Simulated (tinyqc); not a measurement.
Polarisation charge from two barrier thicknesses.

Inverse problem. Voff = phiB - dEc - q sigma d/(eps0 eb). Find sigma, phiB - dEc and the thickness at which Voff = 0.

Constants: q = 1.602176634e-19 C, eps0 = 8.8541878128e-14 F/cm where lengths are in cm. Results are converted to the units shown.

Voff at d = 18 and 31 nm (V): -2.5923248  -5.0074537
eb = 9.485

Answer. Voff is a straight line in d: its slope is -q sigma/(eps0 eb) and its intercept phiB - dEc.

sigma = 9.738e12 cm^-2
phiB - dEc = 0.7517 V
thickness for Voff = 0 = 4.046 nm

Program tinyqc, `OMP_NUM_THREADS=1 python tinyqc.py 2180045 2180046 out.jsonl`; Intel Xeon 2.30GHz, shared host, one thread, about 0.01 s.
